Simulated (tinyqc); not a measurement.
# Worked calculation: threshold-voltage variability of a planar MOSFET, analytic estimates

Computed by the program tinyqc: `OMP_NUM_THREADS=1 python tinyqc.py 2090090 2090091 out.jsonl`, one thread of a shared Intel Xeon 2.30GHz, about 0.01 s for the whole run. Printed values are rounded.

Three independent sources add in quadrature: random dopants in the depleted layer, metal-gate grains of two orientations, and roughness of the two gate edges acting through the roll-off VT = VT(long) - Vr exp(-L/l). These are first-order estimates: no three-dimensional electrostatics, no percolation.

Parameters, values chosen for the exercise; material values close to those of silicon:

| symbol | value | unit | meaning |
|---|---|---|---|
| T | 325 | K | temperature |
| Eg | 1.14 | eV | band gap |
| eps_r | 11.7 |  | relative permittivity of the semiconductor |
| Nc | 3.11e19 | cm^-3 | conduction-band density of states at T |
| Nv | 2.93e19 | cm^-3 | valence-band density of states at T |
| Na | 5.1e18 | cm^-3 | channel doping |
| ti | 2.2 | nm | oxide-equivalent thickness in inversion |
| L | 65 | nm | gate length |
| W | 180 | nm | gate width |
| G | 10 | nm | metal grain size |
| dW | 0.2 | eV | work-function difference of the two grain orientations |
| p | 0.3 |  | share of the orientation of higher work function |
| De | 1.6 | nm | rms roughness of one gate edge |
| La | 30 | nm | correlation length of the roughness |
| l | 12 | nm | decay length of the threshold roll-off |
| Vr | 1.2 | V | prefactor of the roll-off |
| n | 1.19 |  | subthreshold factor |
| gI | 5 | 1/V | gm/I of a matched pair |
| sb | 2 | % | spread of the gain factor of one device |
| Nb | 268435456 |  | number of cells |
| Y | 0.991 |  | wanted yield |

Constants: q = 1.602176634e-19 C, kB = 1.380649e-23 J/K, Vt = kB T/q, eps0 = 8.8541878128e-14 F/cm where lengths are in cm. Results are converted to the units shown.

## Random dopants

ni = sqrt(Nc Nv) exp(-Eg/(2 Vt)), Eg in volts; Cox = 3.9 eps0/ti; Wd = sqrt(4 eps0 eps_r Vt ln(Na/ni)/(q Na)); dopants: s1 = (q/Cox) sqrt(Na Wd/(3 L W)). The slope A1 = s1 sqrt(L W); mean number of dopants Na L W Wd.

Cox = 1.56961 uF/cm^2
Wd = 16.2421 nm
mean number of dopants = 969.166
A1 = 1.69615 mV um
s1 = 15.6810 mV

Counting alone, 1/sqrt(N) of the depletion voltage q Na Wd/Cox = 846 mV, would give sqrt(3) times more: dopants deep in the layer act less on the surface.

## Metal grains and edge roughness

Grains: Ng = L W/G^2 (at least 1), s2 = dW sqrt(p (1 - p)/Ng). Edges, with exponential correlation and u = W/La: the mean gate length has sL^2 = 2 De^2 (2/u)[1 - (1 - exp(-u))/u]; s3 = sL (Vr/l) exp(-L/l).

Ng = 117
s2 = 8.47319 mV
sL = 1.19287 nm
dVT/dL = 0.444193 mV/nm
s3 = 0.529862 mV

## Total spread, mismatch and leakage

s = sqrt(s1^2 + s2^2 + s3^2). For a pair: s(dVT) = sqrt(2) s; current mismatch sqrt(2) sqrt((gI s)^2 + sb^2); input offset = current mismatch/gI. For a Gaussian VT the off current is log-normal with mean/median = exp(s^2/(2 (n Vt)^2)).

s = 17.8317 mV
s(dVT) = 25.2178 mV
current mismatch = 12.9222 %
input offset = 25.8445 mV
mean/median of Ioff = 1.15389

The dopants give 77.3 % of the variance; without them s would be 8.49 mV.

## Iteration 1: margin in standard deviations for the wanted yield

k at the start = 4

Cells fail independently with probability Q(k) = erfc(k/sqrt(2))/2 when the margin is k standard deviations, and Y = exp(-Nb Q(k)). phi = exp(-k^2/2)/sqrt(2 pi). Newton steps on ln Q(k) = ln(-ln(Y)/Nb): k(new) = k + [ln Q - ln(-ln(Y)/Nb)] Q/phi.

Q(k) = 3.16712e-5
phi = 1.33830e-4
k after iteration 1 = 7.25492

## Iteration 2: margin in standard deviations for the wanted yield

As before.

Q(k) = 2.00943e-13
phi = 1.48456e-12
k after iteration 2 = 6.56169

## Course of the iteration: margin in standard deviations for the wanted yield

Stop when k changes by less than 1e-9, or after 30 iterations.

Course of the iteration:
```
iteration	k	|change|
1	7.25492	3.25
2	6.56169	0.693
3	6.52651	0.0352
4	6.52642	9.08e-5
5	6.52642	6.05e-10
```

Converged in 5 iterations. At the end the number of correct digits about doubles with each step. With s(dVT) = 25.2 mV, 6.53 standard deviations are 165 mV.
